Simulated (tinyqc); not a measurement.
Self-heating of a transistor with one or more fingers, with temperature-dependent conductivity: one step, computed by the program tinyqc. Command: `OMP_NUM_THREADS=1 python tinyqc.py 3001121 3001122 out.jsonl selfheat walk`. One thread of a shared host (Intel(R) Xeon(R) Processor @ 2.30GHz), about 0.05 s of CPU time with the checks.

N long parallel fingers lie on the top face of a slab whose bottom is held at T_0; the top is otherwise insulated, and heat flows in two dimensions. P in W/mm is 1000 P in W/m.

Question. Correction for the falling conductivity. Kirchhoff transformation for kappa = kappa_0 (T/T_0)^-m: T = T_0 [1 - (m - 1) theta/T_0]^(-1/(m - 1)), where theta is the linear rise. The bracket vanishes at the power P T_0/((m - 1) theta).

Inputs (values chosen for the exercise, modelled on silicon): exponent m in kappa ~ T^-m = 1.21; base temperature T_0 = 358 K; power per gate width P = 1.1 W/mm.

Power: power rises with temperature.

largest theta = 28.15984 K

Give: peak temperature; true rise; true rise / linear rise; power at which the formula diverges.

Answer.

peak temperature = 387.55 K

true rise = 29.551 K

true rise / linear rise = 1.0494

power at which the formula diverges = 66.593 W/mm

The falling conductivity adds 4.9 % to the rise.
